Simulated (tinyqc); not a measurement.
# Hopping conduction between localised states, step by step

A worked calculation. Computed by tinyqc, a small Python program that keeps every step. Command: `OMP_NUM_THREADS=1 python tinyqc.py 3004418 3004419 out.jsonl hop walk`. One thread of a shared host (Intel(R) Xeon(R) Processor @ 2.30GHz), about 0.01 s of CPU time with the checks. Intermediate numbers are printed to about 6 digits and carried at full precision; extremes and crossings named in words are read from the listed rows.

Energies are counted from the Fermi level. A small network shows the mechanism; the laws of an infinite system follow.

Inputs (values chosen for the exercise, for a model amorphous semiconductor): localisation length xi = 1.6 nm; density of states g_0 = 3.4e+13 1/(eV cm^2); permittivity eps = 9.7; activation energy E_a to extended states = 0.15 eV; prefactor of activated conduction = 280 microsiemens; prefactor of hopping = 3.3 microsiemens; conductance scale G_0 = 1 microsiemens; temperature T = 110 K.

Dimension: 2D.

sites of the small network (nm, nm, meV), columns x, y, energy:
$$\begin{pmatrix}
0 & 1.45 & 1.42 \\
1.6 & 1.52 & -32.55 \\
3.04 & 0.92 & -5.78 \\
5.42 & 3.48 & -21 \\
6.98 & 0.76 & -41.75 \\
8.5 & 2.07 & 9.27 \\
10.15 & 0.82 & -25.78 \\
12 & 2.98 & 3.17
\end{pmatrix}$$

Constants: k_B = 8.617333262e-05 eV/K; e^2/(4 pi eps_0) = 14.39964548 eV angstrom.

## Pair exponents

Miller-Abrahams exponent s_ij = 2 r_ij/xi + (|E_i| + |E_j| + |E_i - E_j|)/(2 k_B T); G_ij = G_0 exp(-s_ij). The diagonal is set to 0 and not used.

s_ij:
$$\begin{pmatrix}
0.0000 & 5.5856 & 4.6169 & 9.5998 & 13.3218 & 11.6312 & 15.5814 & 15.4559 \\
5.5856 & 0.0000 & 5.3839 & 8.8007 & 11.1962 & 13.0642 & 14.1571 & 16.8958 \\
4.6169 & 5.3839 & 0.0000 & 6.5847 & 9.3335 & 8.5625 & 11.6081 & 12.4364 \\
9.5998 & 8.8007 & 6.5847 & 0.0000 & 8.3239 & 7.4276 & 9.5030 & 10.7985 \\
13.3218 & 11.1962 & 9.3335 & 8.3239 & 0.0000 & 7.8907 & 8.3677 & 11.6001 \\
11.6312 & 13.0642 & 8.5625 & 7.4276 & 7.8907 & 0.0000 & 6.2852 & 5.4984 \\
15.5814 & 14.1571 & 11.6081 & 9.5030 & 8.3677 & 6.2852 & 0.0000 & 6.6090 \\
15.4559 & 16.8958 & 12.4364 & 10.7985 & 11.6001 & 5.4984 & 6.6090 & 0.0000
\end{pmatrix}$$

## Kirchhoff solution

Site 1 is held at potential 1 and site 8 at 0; Kirchhoff's law sum_j G_ij (u_i - u_j) = 0 fixes the others; G = sum_j G_1j (1 - u_j). G_ij = G_0 exp(-s_ij).

potentials: [1.00000, 0.96399, 0.94666, 0.66726, 0.34692, 0.12897, 0.10774, 0.00000]

conductance G = 6.93954e-04 microsiemens

-ln(G/G_0) = 7.27311

## Critical path

Critical exponent s_c: the smallest value such that bonds with s_ij <= s_c connect site 1 with site 8.

critical exponent s_c = 7.42761

One such path is 1-3-4-6-8. -ln(G/G_0) = 7.27 against s_c = 7.43: the hardest unavoidable hop sets the conductance.

## The network against temperature

Miller-Abrahams exponent s_ij = 2 r_ij/xi + (|E_i| + |E_j| + |E_i - E_j|)/(2 k_B T); G_ij = G_0 exp(-s_ij). Site 1 is held at potential 1 and site 8 at 0; Kirchhoff's law sum_j G_ij (u_i - u_j) = 0 fixes the others; G = sum_j G_1j (1 - u_j). The last column is the length of the critical bond.

Network:
```
T (K)  -ln(G/G_0)      s_c  critical hop (nm)
33        11.9373  12.2671            5.57979
50         9.9872  10.4677            5.57979
77         8.3267   8.7962            3.38740
110        7.2731   7.4276            3.38740
160        6.4513   6.4297            3.38740
280        5.6300   5.4888            3.38740
550        5.0631   4.8124            3.49543
```

-ln(G/G_0) follows s_c within 0.5. The critical hop is 5.58 nm long at the lowest T and 3.50 nm at the highest: on cooling the carrier goes farther to find a site of nearer energy, which is variable-range hopping, though in so small a sample not at every step.

## Variable-range laws

Mott: T_M = 13.8/(k_B g_0 xi^2), exponent (T_M/T)^(1/3), mean hop r = (1/3) xi times the exponent. Efros-Shklovskii: T_ES = 6.5 e^2/(4 pi eps eps_0 k_B xi), exponent (T_ES/T)^(1/2). Coulomb gap width g_0 (e^2/(4 pi eps eps_0))^2. The numerical coefficients come from percolation theory and are given.

T_M = 183987 K

T_ES = 6998.43 K

Mott exponent = 11.8704

Efros-Shklovskii exponent = 7.97635

mean hop by the Mott formula = 6.33087 nm

Coulomb gap = 7.49271 meV

The larger exponent, here Mott, is the one that limits; the two are equal at T = 10.1 K, below which the Coulomb gap rules.

## Total conductivity

sigma = s_1 exp(-E_a/k_B T) + s_2 exp(-larger of the two exponents); reduced activation energy w = d ln(sigma)/d ln(T) by a central difference of +/- 1 %.

activated part = 3.75607e-05 microsiemens

hopping part = 2.30818e-05 microsiemens

conductivity = 6.06425e-05 microsiemens

reduced activation energy w = 11.3027

Activation to extended states carries 62 %. For sigma = s exp(-(T_0/T)^p), w = p (T_0/T)^p, so the slope of ln w against ln T gives -p.

Checks made by the program: current leaving the first site against current entering the last (relative difference below 1e-10).
